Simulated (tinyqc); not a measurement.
Worked calculation: plane-wave Kohn-Sham cycle with exchange-only LDA in a layered model solid. One step of it, computed by the program tinyqc.

Problem. Iteration 1: Hamiltonian at one k. H(m,m') = (k + G_m)^2/2 delta + V(G_m - G_m'), with V(-G) = V(G).

A solid whose potential varies along x alone (atomic units):
```
parameter                      value
period a                   18.000000
cross-section of the cell  33.000000
electrons per cell                 4
grid points                       16
plane waves -n..n, n               3
k points                           3
V1 in V1 cos(2 pi x/a)     -0.780000
```

V(G_m), m = 0, 1, 2, ... (hartree): -0.185958  -0.390000  0.000000  0.000000  0.000000  0.000000  0.000000

k = 0.000000 2 pi / a

Give: H.

Solution.

H (hartree):
```
         -3       -2       -1       +0       +1       +2       +3
-3   0.3624  -0.3900   0.0000   0.0000   0.0000   0.0000   0.0000
-2  -0.3900   0.0577  -0.3900   0.0000   0.0000   0.0000   0.0000
-1   0.0000  -0.3900  -0.1250  -0.3900   0.0000   0.0000   0.0000
+0   0.0000   0.0000  -0.3900  -0.1860  -0.3900   0.0000   0.0000
+1   0.0000   0.0000   0.0000  -0.3900  -0.1250  -0.3900   0.0000
+2   0.0000   0.0000   0.0000   0.0000  -0.3900   0.0577  -0.3900
+3   0.0000   0.0000   0.0000   0.0000   0.0000  -0.3900   0.3624
```
